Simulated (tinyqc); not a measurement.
Traps spread exponentially in energy.

For traps of total density Nt spread as exp(-E/kB Tc) below the band edge, with l = Tc/T: J = q mu Nc [eps0 eps_r l/(q Nt (l + 1))]^l [(2 l + 1)/(l + 1)]^(l + 1) V^(l + 1)/L^(2 l + 1). It needs trapped charge far above free charge, so only rows below a fifth of the trap-free current (9/8) eps0 eps_r mu V^2/L^3 are listed.

Inputs (values chosen for the exercise): relative permittivity eps_r = 12.6; mobility mu = 0.31 cm^2/(V s); thickness L = 1300 nm; band density of states Nc = 8e20 cm^-3; trap density Nt = 4.5e16 cm^-3; voltage V = 3.4 V.

Constants: q = 1.602176634e-19 C, eps0 = 8.8541878128e-14 F/cm where lengths are in cm. Results are converted to the units shown.

Traps spread exponentially in energy:

| l | exponent of V | exponent of 1/L | J (A/cm^2) |
|---|---|---|---|
| 5.7 | 6.700 | 12.40 | 0.06591 |
| 6.5 | 7.500 | 14.00 | 0.007103 |
| 7.3 | 8.300 | 15.60 | 7.666e-4 |
| 8.2 | 9.200 | 17.40 | 6.270e-5 |
| 9 | 10.00 | 19.00 | 6.778e-6 |

J falls from 0.0659 to 6.78e-6 A/cm^2 at V = 3.4 V, well below q Nt L^2/(2 eps0 eps_r) = 54.6 V, near which the curves for different l come together. A slope above 2 on a log-log plot gives l, and its change with temperature tests the model.

Computed by the program tinyqc: `OMP_NUM_THREADS=1 python tinyqc.py 2370079 2370080 out.jsonl`, one thread of a shared Intel Xeon 2.30GHz, about 0.01 s for the whole run.
